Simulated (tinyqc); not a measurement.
Space-charge-limited current with shallow traps: one step of the calculation.

One carrier type, drift only, an injecting contact at x = 0 (zero field) and thickness L. The share th = y/(1 + y), y = (Nc/Nt) exp(-Et/kB T), of the injected charge is free: J = q mu n F, eps0 eps_r dF/dx = q (n - n0)/th.

Problem. Limits and characteristic voltages. Ohmic J = q n0 mu V/L; Mott-Gurney J = (9/8) th eps0 eps_r mu V^2/L^3; they cross at Vx = 8 q n0 L^2/(9 th eps0 eps_r); traps fill at V_TFL = q Nt L^2/(2 eps0 eps_r).

Values chosen for this exercise: temperature T = 300 K; relative permittivity eps_r = 15.7; mobility mu = 0.0027 cm^2/(V s); thickness L = 1000 nm; band density of states Nc = 4.2e20 cm^-3; trap density Nt = 1.4e17 cm^-3; trap depth Et = 0.51 eV; free carrier density in equilibrium n0 = 2.7e10 cm^-3; voltage V = 12 V.

Constants: q = 1.602176634e-19 C, kB = 1.380649e-23 J/K, Vt = kB T/q, eps0 = 8.8541878128e-14 F/cm where lengths are in cm. Results are converted to the units shown.

Give: th; ohmic J; Mott-Gurney J; Vx; V_TFL.

Solution.

th = 8.1189e-6
ohmic J = 1.4016e-6 A/cm^2
Mott-Gurney J = 4.9365e-6 A/cm^2
Vx = 3.4070 V
V_TFL = 80.679 V

Range of the model: Diffusion and a field-dependent mobility are left out. With injecting contacts the diffusion current, about 4 pi^2 Vt th eps0 eps_r mu V/L^3, equals the Mott-Gurney current at V = 35 kB T/q (0.9 V at 300 K), so the drift-only result needs V well above that.

Computed by the program tinyqc: `OMP_NUM_THREADS=1 python tinyqc.py 2370036 2370037 out.jsonl`, one thread of a shared Intel Xeon 2.30GHz, about 0.01 s for the whole run.
